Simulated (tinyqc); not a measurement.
Quarter-wave Bragg mirror and the threshold of a vertical cavity: one step of the calculation.

N pairs of lossless layers, each a quarter wave thick at lam, in the order nH, nL from the incident medium n0 to the exit medium ns; normal incidence, no dispersion. At wavelength lam + dw each layer has the phase d = (pi/2) lam/(lam + dw) and the matrix [[cos d, i sin d/n], [i n sin d, cos d]].

Problem. Matrix of the stack. M = (M of one pair)^N.

Values chosen for this exercise: number of pairs N = 8.

M of one pair:
```
                           1                          2
1  -0.625587537+0.000000000i   0.000000000+0.011309819i
2   0.000000000+0.038157815i  -1.597807474+0.000000000i
```

Wanted: M.

Solution.

M:
```
              1              2
1  0.004+0.000i   0.000-0.493i
2  0.000-1.664i  42.406+0.000i
```

tinyqc, about 0.01 s, one thread, Intel Xeon 2.30GHz (shared host): `OMP_NUM_THREADS=1 python tinyqc.py 2650124 2650125 out.jsonl`
